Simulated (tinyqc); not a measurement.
## Gap voltage and exponent from three temperatures

Question. At constant current VBE(T) = Vg0 - a T - eta (kB T/q) ln T, where a is a constant. Find Vg0, eta and dVBE/dT at the middle temperature.

Constants: q = 1.602176634e-19 C, kB = 1.380649e-23 J/K. Results are converted to the units shown.

T (K): 253  330  390
VBE at a constant current (V): 0.8189819260  0.6852324750  0.5774908435

Answer. The relation is linear in Vg0, a and eta, so three points give a linear system; the slope is (VBE - Vg0 - eta kB T/q)/T. eta rests on the curvature of VBE(T) alone, so real fits need accuracy of some tens of microvolts or better.

Vg0 = 1.18 V
eta = 3.20
dVBE/dT = -1.77 mV/K

Numbers from tinyqc (`OMP_NUM_THREADS=1 python tinyqc.py 2062193 2062194 out.jsonl`; about 0.03 s on one thread of a shared Intel Xeon 2.30GHz).
